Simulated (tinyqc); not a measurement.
Resistance of a tapered via with liner, size effect and interface: two steps of the calculation.

A round via whose diameter grows from db at the bottom as D(z) = db + 2 z/tan(ang). The fill, of diameter D - 2 tl, starts above the bottom liner (thickness fb tl) and has rho = rho0 (1 + ks lam/(D - 2 tl)); the sidewall liner conducts in parallel with it. The bottom liner and the interface are crossed over the full area pi db^2/4. Spreading in the lines above and below is left out.

Inputs (values chosen for the exercise); fill metal close to tungsten: diameter at the bottom db = 10 nm; height hv = 23 nm; sidewall angle ang = 86 degrees; bulk resistivity of the fill rho0 = 5.25 uohm cm; mean free path of the fill lam = 15.6 nm; size-effect factor ks = 1.6; liner on the sidewall tl = 2 nm; liner at the bottom over that on the sidewall fb = 0.5; resistivity of the liner rl = 320 uohm cm; interface resistivity at the bottom ri = 1.3e-12 ohm cm^2; ballistic conductance per area, about 3/(4 rho0 lam) Sb = 9.1e14 S/m^2.

Question 1. Slices of the via. Slices between z0 = fb tl and hv, evaluated at their midpoints: conductance per length pi/4 [(D - 2 tl)^2/rho + (D^2 - (D - 2 tl)^2)/rl], slice resistance = slice height over that. 6 slices.

Give: z; D; rho; slice resistance.

Answer 1.

```
slice  z (nm)  D (nm)  rho (uohm cm)  slice resistance (ohm)
0       2.833   10.40          25.74                   25.94
1       6.500   10.91          24.22                   21.28
2       10.17   11.42          22.91                   17.68
3       13.83   11.93          21.76                   14.86
4       17.50   12.45          20.76                   12.62
5       21.17   12.96          19.87                   10.82
```

Question 2. Total resistance. R_fill = sum of the slices; R_bottom = rl fb tl/(pi db^2/4); R_interface = ri/(pi db^2/4); ballistic (Sharvin) limit 1/(Sb pi (db - 2 tl)^2/4); ideal cylinder rho0 hv/(pi db^2/4).

slice resistance, slice 0 to 5 (ohm): 25.943193  21.279599  17.681720  14.863117  12.624065  10.822797

Give: parts; R; shares; ballistic limit; ideal cylinder.

Answer 2.

parts (ohm): fill 103.2, bottom liner 40.74, interface 1.655
R = 145.6 ohm
shares (%): fill 70.88, bottom liner 27.98, interface 1.14
ballistic limit = 38.87 ohm
ideal cylinder = 15.37 ohm

The fill is the largest part, and R is 9.47 times the ideal cylinder. With 2000 slices R = 145.81 ohm.

Numbers from tinyqc (`OMP_NUM_THREADS=1 python tinyqc.py 2750022 2750023 out.jsonl`; about 0.01 s on one thread of a shared Intel Xeon 2.30GHz).
